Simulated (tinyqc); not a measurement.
Inside a calculation. Method: Pariser-Parr-Pople SCF with singles CI, for the molecule C=C(Cl)C(=C)C=CC=O (SMILES; centres numbered as the heavy atoms are written). One step of it, computed by the program tinyqc.

Task: Singles CI, singlets. Over the 4 single excitations with the smallest orbital gaps: A = (e_a - e_i) delta + 2 (ia|jb) - (ij|ab), with (pq|rs) = sum c_mp c_mq gamma_mn c_nr c_ns. f = 2/3 w |mu|^2 in atomic units, mu = sqrt2 sum c_ia sum_m c_mi c_ma R_m.

orbital energies (eV): -14.433922  -13.496745  -12.567247  -10.526421  -9.415304  -3.179834  -1.594699  0.263289  1.603216

coefficients:
```
          MO1        MO2        MO3        MO4        MO5        MO6        MO7        MO8
1C   0.199416  -0.005321  -0.141315   0.460384  -0.493873   0.176693   0.553326   0.296411
2C   0.430434  -0.018657  -0.203402   0.421009  -0.306551  -0.059637  -0.425590  -0.382649
3Cl  0.739023  -0.424795   0.416723  -0.253766   0.131574   0.017707   0.093474   0.068452
4C   0.346281   0.245611  -0.470767   0.061347   0.313771  -0.205169  -0.313345   0.230616
5C   0.168184   0.132568  -0.324125   0.072548   0.564377   0.524652   0.360443  -0.180563
6C   0.216739   0.369403  -0.236186  -0.437285  -0.166456  -0.464336   0.315662   0.194133
7C   0.140346   0.421298   0.048731  -0.423489  -0.360358   0.364164  -0.013258  -0.485732
8C   0.093809   0.462285   0.360086   0.068523  -0.027832   0.393575  -0.343229   0.561479
9O   0.071661   0.462186   0.500501   0.402637   0.263607  -0.380040   0.241326  -0.293880

           MO9
1C    0.243148
2C   -0.413136
3Cl   0.065501
4C    0.549968
5C   -0.295830
6C   -0.434647
7C    0.350012
8C   -0.233225
9O    0.100539
```

repulsion gamma_rs (eV), lower triangle:
```
            1C         2C        3Cl         4C         5C         6C         7C         8C
1C   11.130000
2C    5.347063  11.130000
3Cl   3.980144   5.550762  13.000000
4C    3.873068   5.346842   3.979647  11.130000
5C    2.881409   3.872197   3.605339   5.345082  11.130000
6C    3.517436   3.872345   2.939759   5.344212   3.871886  11.130000
7C    2.620964   2.881086   2.382415   3.871305   3.517024   5.345070  11.130000
8C    2.270619   2.343920   1.973474   2.880791   2.620928   3.872345   5.345872  11.130000
9O    1.917527   2.000981   1.735575   2.422359   2.344326   3.001257   4.092371   5.774715

           9O
9O  15.200000
```

Centres (angstrom, eV; a flat drawing with bonds scaled to 1.40 angstrom):
```
centre          x          y  core charge z          W   gamma_rr
1C       2.118000   1.672000              1  11.160000  11.130000
2C       2.039000   0.275000              1  11.160000  11.130000
3Cl      3.211000  -0.492000              2  26.000000  13.000000
4C       0.790000  -0.356000              1  11.160000  11.130000
5C       0.711000  -1.754000              1  11.160000  11.130000
6C      -0.382000   0.411000              1  11.160000  11.130000
7C      -1.632000  -0.220000              1  11.160000  11.130000
8C      -2.803000   0.547000              1  11.160000  11.130000
9O      -4.053000  -0.083000              1  17.700000  15.200000
```

Give: singlet CI matrix; singlet excitation energies; oscillator strengths.

Result:

singlet CI matrix (eV), lower triangle:
```
        5>6     4>6     5>7    4>7
5>6   3.820
4>6   0.092   4.585
5>7   0.317  -0.093   5.158
4>7  -0.014  -0.225  -0.126  6.053
```

singlet excitation energies (eV): 3.733  4.555  5.227  6.102

oscillator strengths: 0.361  0.574  0.885  0.200
